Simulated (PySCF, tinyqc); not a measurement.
Worked calculation: CIS and TDHF on RHF in the sto-3g basis, for BeH+, spin multiplicity 1. The lowest restricted solution is unstable here: a spin-polarised one lies 0.0045 hartree lower (PySCF). One step of it, computed by the program tinyqc.

Question. Integrals over molecular orbitals. (pq|rs) = sum C_ip C_jq C_kr C_ls (ij|kl), one index at a time.

coefficients C:
```
               MO1        MO2        MO3       MO4        MO5        MO6
1Be 1s    0.992996  -0.199163  -0.199177  0.000000   0.000000   0.103393
1Be 2s    0.026100   0.653920   0.736423  0.000000   0.000000  -0.475829
1Be 2px   0.000000   0.000000   0.000000  0.714804  -0.699325   0.000000
1Be 2py   0.000000   0.000000   0.000000  0.699325   0.714804   0.000000
1Be 2pz  -0.001970   0.258405  -0.589567  0.000000   0.000000  -0.879962
2H 1s    -0.002849   0.498438  -0.371024  0.000000   0.000000   0.959100
```

core Hamiltonian H = T + V (hartree), lower triangle:
```
            1Be 1s     1Be 2s    1Be 2px    1Be 2py    1Be 2pz      2H 1s
1Be 1s   -8.162912
1Be 2s   -2.009022  -2.392840
1Be 2px   0.000000   0.000000  -1.901151
1Be 2py   0.000000   0.000000   0.000000  -1.901151
1Be 2pz  -0.010099  -0.100482   0.000000   0.000000  -1.971733
2H 1s    -0.204119  -0.670547   0.000000   0.000000  -0.791017  -1.648475
```

Two-electron integrals (ij|kl) in chemists' order, unique and non-zero (hartree):
```
(11|11) 2.298831   (21|11) 0.392036   (21|21) 0.079539   (22|11) 0.570988
(22|21) 0.143041   (22|22) 0.417683   (31|31) 0.014607   (32|31) 0.021888
(32|32) 0.092265   (33|11) 0.569578   (33|21) 0.143083   (33|22) 0.417589
(33|33) 0.449859   (41|41) 0.014607   (42|41) 0.021888   (42|42) 0.092265
(43|43) 0.024249   (44|11) 0.569578   (44|21) 0.143083   (44|22) 0.417589
(44|33) 0.401360   (44|44) 0.449859   (51|51) 0.014607   (52|51) 0.021888
(52|52) 0.092265   (53|53) 0.024249   (54|54) 0.024249   (55|11) 0.569578
(55|21) 0.143083   (55|22) 0.417589   (55|33) 0.401360   (55|44) 0.401360
(55|55) 0.449859   (61|11) 0.038571   (61|21) 0.007822   (61|22) 0.014198
(61|33) 0.014107   (61|44) 0.014107   (61|51) 0.000700   (61|52) 0.001323
(61|55) 0.014387   (61|61) 0.000807   (62|11) 0.122019   (62|21) 0.031167
(62|22) 0.103181   (62|33) 0.098961   (62|44) 0.098961   (62|51) 0.003997
(62|52) 0.027263   (62|55) 0.111517   (62|61) 0.003393   (62|62) 0.043024
(63|31) 0.002447   (63|32) 0.012360   (63|53) 0.004377   (63|63) 0.003268
(64|41) 0.002447   (64|42) 0.012360   (64|54) 0.004377   (64|64) 0.003268
(65|11) 0.142670   (65|21) 0.036800   (65|22) 0.127099   (65|33) 0.119745
(65|44) 0.119745   (65|51) 0.006314   (65|52) 0.041801   (65|55) 0.141669
(65|61) 0.004131   (65|62) 0.059356   (65|65) 0.083437   (66|11) 0.295395
(66|21) 0.076597   (66|22) 0.285087   (66|33) 0.265992   (66|44) 0.265992
(66|51) 0.009918   (66|52) 0.091497   (66|55) 0.322901   (66|61) 0.008412
(66|62) 0.160288   (66|65) 0.231855   (66|66) 0.774606
```

Give: one-electron integrals over orbitals h = C^T H C; Two-electron integrals over orbitals.

Answer.

one-electron integrals over orbitals h = C^T H C (hartree), lower triangle:
```
         1        2        3        4        5        6
1  -8.1535
2   0.1724  -1.9982
3   0.1945  -0.0656  -1.8694
4   0.0000   0.0000   0.0000  -1.9012
5   0.0000   0.0000   0.0000   0.0000  -1.9012
6  -0.0649   0.2327  -0.0935   0.0000   0.0000  -1.6501
```

Two-electron integrals over orbitals (pq|rs), unique and non-zero (hartree):
```
(11|11) 2.2757    (21|11) -0.1715   (21|21) 0.0215    (22|11) 0.4529
(22|21) -0.0009   (22|22) 0.4605    (31|11) -0.1719   (31|21) 0.0177
(31|22) -0.0141   (31|31) 0.0262    (32|11) 0.0746    (32|21) -0.0057
(32|22) -0.0660   (32|31) 0.0019    (32|32) 0.0610    (33|11) 0.5256
(33|21) -0.0109   (33|22) 0.3262    (33|31) 0.0025    (33|32) 0.0328
(33|33) 0.4293    (41|41) 0.0156    (42|41) 0.0141    (42|42) 0.0455
(43|41) 0.0138    (43|42) 0.0344    (43|43) 0.0486    (44|11) 0.5692
(44|21) -0.0060   (44|22) 0.3493    (44|31) -0.0061   (44|32) 0.0390
(44|33) 0.3836    (44|44) 0.4499    (51|51) 0.0156    (52|51) 0.0141
(52|52) 0.0455    (53|51) 0.0138    (53|52) 0.0344    (53|53) 0.0486
(54|54) 0.0242    (55|11) 0.5692    (55|21) -0.0060   (55|22) 0.3493
(55|31) -0.0061   (55|32) 0.0390    (55|33) 0.3836    (55|44) 0.4014
(55|55) 0.4499    (61|11) 0.0843    (61|21) -0.0139   (61|22) -0.0090
(61|31) -0.0024   (61|32) 0.0079    (61|33) 0.0150    (61|44) 0.0022
(61|55) 0.0022    (61|61) 0.0159    (62|11) -0.1344   (62|21) 0.0014
(62|22) 0.0223    (62|31) 0.0084    (62|32) -0.0553   (62|33) -0.0108
(62|44) -0.0688   (62|55) -0.0688   (62|61) 0.0048    (62|62) 0.1182
(63|11) 0.0748    (63|21) -0.0033   (63|22) -0.0568   (63|31) 0.0050
(63|32) 0.0568    (63|33) 0.0517    (63|44) 0.0355    (63|55) 0.0355
(63|61) 0.0076    (63|62) -0.0603   (63|63) 0.0735    (64|41) -0.0072
(64|42) -0.0258   (64|43) -0.0082   (64|64) 0.0225    (65|51) -0.0072
(65|52) -0.0258   (65|53) -0.0082   (65|65) 0.0225    (66|11) 0.4831
(66|21) -0.0018   (66|22) 0.4667    (66|31) -0.0128   (66|32) -0.0701
(66|33) 0.3539    (66|44) 0.3524    (66|55) 0.3524    (66|61) -0.0073
(66|62) 0.0495    (66|63) -0.0605   (66|66) 0.5043
```
